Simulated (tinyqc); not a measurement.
Inside a calculation. Model: Gupta-type many-body potential for a metal. Computed by tinyqc, a small Python program that keeps every step. Command: `OMP_NUM_THREADS=1 python tinyqc.py 3020471 3020472 out.jsonl gupta walk`. One thread of a shared host (Intel(R) Xeon(R) Processor @ 2.30GHz), about 0.01 s of CPU time with the checks. Intermediate numbers are printed to about 6 digits and carried at full precision; extremes and crossings named in words are read from the listed rows.

E_i = sum_j A exp(-p (r_ij/r0 - 1)) - xi rho_i^gamma, with rho_i = sum_j exp(-2 q (r_ij/r0 - 1)); gamma = 1/2 is the tight-binding second-moment form. The crystal is fcc unless stated; d is the neighbour distance and a fixed number of shells is kept.

Inputs (values chosen for the exercise, modelled on copper):
```
quantity                   value      unit
repulsion A               0.0879        eV
hopping xi                  1.23        eV
decay p                     10.7         -
decay q                     2.33         -
reference distance r0      2.556  angstrom
shells kept                    1         -
embedding exponent gamma     0.5         -
```

Surface: (111).

Constants: 1 eV/angstrom^3 = 160.2176634 GPa; 1 eV/angstrom^2 = 16.02176634 J/m^2.

## Equilibrium of the fcc crystal

fcc shells: d sqrt(k), k = 1..5, with 12, 6, 24, 12, 24 atoms; Omega = d^3/sqrt2. Equilibrium: dE/dd = 0; B = d^2 E''(d)/(9 Omega).

neighbour distance d = 2.59517 angstrom

lattice constant = 3.67012 angstrom

cohesive energy E_c = 3.21611 eV

bulk modulus B = 119.060 GPa

## Shell terms at equilibrium

Repulsion and density of one neighbour in each shell, and their sums.

Shells:
```
shell  count  r (angstrom)  repulsion (eV)   density
1         12       2.59517       0.0746072  0.931082
```

repulsive energy = 0.895286 eV

density rho = 11.1730

The band term is -xi rho^gamma = -4.1114 eV; with the repulsion it gives -E_c.

## Unrelaxed vacancy

Each neighbour j of the vacancy loses one repulsive term and one density term: E_v = sum_shells count x {-repulsion - xi [(rho - density)^gamma - rho^gamma]}. (The removed atom returns to a bulk-like site, so its own energy cancels.)

vacancy energy E_v = 1.20512 eV

ratio E_v/E_c, E_c = xi rho^gamma less the repulsive energy = 0.374714

A pair potential gives E_v = E_c; here the ratio is 0.37, as the remaining bonds of the neighbours strengthen when one is lost.

## Elastic constants

Second derivatives of E/Omega at equilibrium under homogeneous strain: e_xx = h gives C11; e_xx = -e_yy = h gives 2 (C11 - C12); e_xy = e_yx = h/2 gives C44.

C11 = 162.019 GPa

C12 = 97.5810 GPa

C44 = 64.4376 GPa

Cauchy pressure C12 - C44 = 33.1434 GPa

C12/C44 = 1.51; pair forces would give 1. The excess comes from the curvature of the embedding term.

## The (111) surface

Cut the crystal without relaxation; an atom in layer l keeps the neighbours that lie below the surface plane. Excess = E_i + E_c. Surface energy = sum of excesses over the layers, divided by the area per surface atom: (sqrt3/2) d^2 for (111), d^2 for (100), sqrt2 d^2 for (110).

Layers:
```
layer  nearest neighbours  repulsion (eV)      rho  excess (eV)
1                       9        0.671464  8.37973     0.327002
```

excess per surface atom = 0.327002 eV

surface energy = 0.898253 J/m^2

## Three surfaces against bond counting

Bond counting with pair bonds charges E_c/12 for each missing nearest neighbour: 3, 4 and 6 per surface cell.

Surfaces:
```
face   missing bonds  excess (eV)  bond counting (eV)     ratio  surface energy (J/m^2)
(111)              3     0.327002             0.80403  0.406704                 0.89825
(100)              4     0.456027             1.07204  0.425383                 1.08485
(110)              6     0.698657             1.60806  0.434473                 1.17525
```

The order of surface energies is (111) < (100) < (110), with (110)/(111) = 1.308 against 1.225 from counting first-neighbour bonds. The excess is 0.41 to 0.43 of the bond-counting value: atoms with fewer neighbours have stronger bonds. Caution: relaxation, left out here, lowers surface energies. Caution: fitted second-moment potentials usually give surface energies well below measured ones.

## Energy against coordination

Nearest neighbours only, z equal bonds relaxed to their best length: r/r0 = 1 + ln[A p z^(1 - gamma)/(2 q gamma xi)]/(p - 2 q gamma), E = z A exp(-p (r/r0 - 1)) - xi [z exp(-2 q (r/r0 - 1))]^gamma.

Relaxed bonds:
```
z   r (angstrom)  E per atom (eV)  E/z (eV)
1        2.21575         -1.31205  -1.31205
2        2.32159         -1.68486  -0.84243
3        2.38350         -1.95030  -0.65010
4        2.42742         -2.16362  -0.54090
6        2.48933         -2.50447  -0.41741
8        2.53326         -2.77840  -0.34730
9        2.55124         -2.89902  -0.32211
12       2.59517         -3.21611  -0.26801
```

Bonds lengthen from 2.216 to 2.595 angstrom between z = 1 and 12, and |E| grows as z^0.361, the exponent gamma (p - 2q)/(p - 2 q gamma) = 0.361; pair bonds would give z^1 at a fixed length.

Checks made by the program: closed form for one shell, E_c = xi rho^gamma (1 - 2 q gamma/p) (relative difference 5e-10); sum of the shell terms (relative difference below 1e-10); (C11 + 2 C12)/3 against B (relative difference 4e-10).
